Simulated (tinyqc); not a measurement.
## Gated graphene, quantum capacitance: effect of the insulator thickness

phi is the Fermi level above the Dirac point, in volts; Vg is counted from the gate voltage of charge neutrality. Ideal linear bands, no charge puddles.

N0 = (2/pi)(kB T/(hbar vF))^2; n = N0 F1(phi/Vt), p = N0 F1(-phi/Vt), F1(e) = int_0^infinity u du/(1 + exp(u - e)) = -Li2(-exp(e)); Cq = q d(n - p)/dphi = (q N0/Vt) ln[2 (1 + cosh(phi/Vt))]. Cox = eps0 eox/tox; Vg = phi + q (n - p + Dit phi)/Cox. 1/C_G = 1/Cox + 1/(Cq + q Dit); dphi/dVg = Cox/(Cox + Cq + q Dit).

Inputs (values chosen for the exercise); values close to those of graphene:
- T = 300 K (temperature)
- eox = 21.9 (relative permittivity of the gate insulator (close to hafnium oxide))
- vF = 9.85e5 m/s (Fermi velocity)
- Dit = 0 cm^-2 eV^-1 (density of traps)
- Vg = 1.44 V (gate voltage)

Constants: q = 1.602176634e-19 C, kB = 1.380649e-23 J/K, hbar = 1.054571817e-34 J s, Vt = kB T/q, eps0 = 8.8541878128e-14 F/cm where lengths are in cm. Results are converted to the units shown.

Effect of the insulator thickness:

| tox (nm) | phi (V) | n - p (cm^-2) | Cq (uF/cm^2) | Cox (uF/cm^2) | C_G (uF/cm^2) | dphi/dVg | n + p (cm^-2) |
|---|---|---|---|---|---|---|---|
| 0.5 | 1.0767 | 8.7948e13 | 26.126 | 38.781 | 15.610 | 0.59749 | 8.7948e13 |
| 0.9 | 0.94057 | 6.7160e13 | 22.823 | 21.545 | 11.083 | 0.48560 | 6.7160e13 |
| 1.6 | 0.79888 | 4.8496e13 | 19.385 | 12.119 | 7.4571 | 0.38468 | 4.8496e13 |
| 2.9 | 0.65575 | 3.2729e13 | 15.912 | 6.6864 | 4.7081 | 0.29588 | 3.2729e13 |
| 5.2 | 0.52750 | 2.1238e13 | 12.800 | 3.7290 | 2.8877 | 0.22560 | 2.1238e13 |
| 9.3 | 0.41672 | 1.3317e13 | 10.112 | 2.0850 | 1.7286 | 0.17095 | 1.3317e13 |
| 17 | 0.32095 | 7.9668e12 | 7.7879 | 1.1406 | 0.99491 | 0.12775 | 7.9668e12 |
| 30 | 0.24764 | 4.8103e12 | 6.0091 | 0.64636 | 0.58358 | 0.097117 | 4.8103e12 |

What does the table show?

As tox goes from 0.5 to 30, Cq falls from 26.1 to 6.01 uF/cm^2, C_G/Cox rises from 0.403 to 0.903 and n - p falls from 8.79e13 to 4.81e12 cm^-2. Cq is below Cox for tox = 0.5; there the density of states limits the response dn/dVg more than the insulator does. With the insulator thinned by a factor of 60.0, the charge grows only by 18.3 while Cox grows by 60.0.

Numbers from tinyqc (`OMP_NUM_THREADS=1 python tinyqc.py 2200019 2200020 out.jsonl`; about 0.01 s on one thread of a shared Intel Xeon 2.30GHz).
